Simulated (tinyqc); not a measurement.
# Undoped gate-all-around wire MOSFET, analytic charge model, step by step

Computed by the program tinyqc: `OMP_NUM_THREADS=1 python tinyqc.py 2460141 2460142 out.jsonl`, one thread of a shared Intel Xeon 2.30GHz, about 0.03 s for the whole run. Printed values are rounded.

An undoped round wire of radius R under an insulator shell and a surrounding gate; long channel, electrons only, n = ni exp((psi - V)/Vt) with V the quasi-Fermi potential (0 at the source, Vd at the drain), constant mobility, no quantisation. The radial Poisson equation gives n(r) = n(0)/(1 - (1 - b) r^2/R^2)^2 with b = Q0/(Q + Q0). Q is the electron charge per area of the wire surface.

Values chosen for this exercise; material values those of a made-up semiconductor: temperature T = 250 K; band gap Eg = 1.53 eV; relative permittivity of the semiconductor eps_r = 14.1; conduction-band density of states at T Nc = 2.87e17 cm^-3; valence-band density of states at T Nv = 6.41e18 cm^-3; relative permittivity of the gate insulator eox = 21.8; insulator thickness tox = 7.6 nm; wire radius R = 5 nm; gate work function less that of the intrinsic body dphi = 0.02 V; channel mobility mu = 760 cm^2/(V s); gate length L = 1 um; gate voltage Vg = 0.81 V; drain voltage Vd = 0.5 V.

Constants: q = 1.602176634e-19 C, kB = 1.380649e-23 J/K, Vt = kB T/q, eps0 = 8.8541878128e-14 F/cm where lengths are in cm. Results are converted to the units shown.

Range of the model: In a wire this thin, quantum confinement raises the threshold; it is left out. The surface density at the source passes 0.3 Nc, where Boltzmann statistics fail.

## Constants of the wire

ni = sqrt(Nc Nv) exp(-Eg/(2 Vt)), Eg in volts; Cox = eps0 eox/(R ln(1 + tox/R)); Q0 = 4 eps0 eps_r Vt/R; V0 = dphi + Vt ln[8 eps0 eps_r Vt/(q ni R^2)].

ni = 513.628 cm^-3
Cox = 4.17678 uF/cm^2
Q0 = 215.165 nC/cm^2
V0 = 0.814652 V

## Iteration 1: charge at the source by Newton steps

Q at the start = 22 nC/cm^2

With V = 0: f = Q/Cox + Vt ln(Q/Q0) + Vt ln(1 + Q/Q0) - (Vg - V0); f' = 1/Cox + Vt/Q + Vt/(Q + Q0); Q(new) = Q - f/f'.

f = -0.0371105 V
f' = 0.00130950 V cm^2/nC
Q after iteration 1 = 50.3395 nC/cm^2

## Iteration 2: charge at the source by Newton steps

As before.

f = -0.0100613 V
f' = 7.48521e-4 V cm^2/nC
Q after iteration 2 = 63.7811 nC/cm^2

## Course of the iteration: charge at the source by Newton steps

Stop when Q changes by less than 1e-8 nC/cm^2, or after 40 iterations.

Course of the iteration:

| iteration | Q (nC/cm^2) | \|change\| (nC/cm^2) |
|---|---|---|
| 1 | 50.3395 | 28.3 |
| 2 | 63.7811 | 13.4 |
| 3 | 64.8211 | 1.04 |
| 4 | 64.8256 | 4.60e-3 |
| 5 | 64.8256 | 8.80e-8 |
| 6 | 64.8256 | 0 |

Converged in 6 iterations. At the end the number of correct digits about doubles with each step.

## Drain current and line charge

Qs = 64.8256 nC/cm^2
Qd = 1.44358e-8 nC/cm^2

Q solves Vg - V0 - V = Q/Cox + Vt ln(Q/Q0) + Vt ln(1 + Q/Q0). I = mu (2 pi R/L)[2 Vt (Qs - Qd) + (Qs^2 - Qd^2)/(2 Cox) + Vt Q0 ln((Qd + Q0)/(Qs + Q0))], with Qs at V = 0 and Qd at V = Vd. Electrons per length at the source: 2 pi R Qs/q; surface over centre density: (1 + Qs/Q0)^2.

first term = 0.0666888 uA
second term = 0.0120112 uA
third term = -0.0291463 uA
I = 0.0495538 uA
electrons per length = 0.127112 1/nm
surface over centre density = 1.69334

The square-law term makes up 24.2 % of the current.
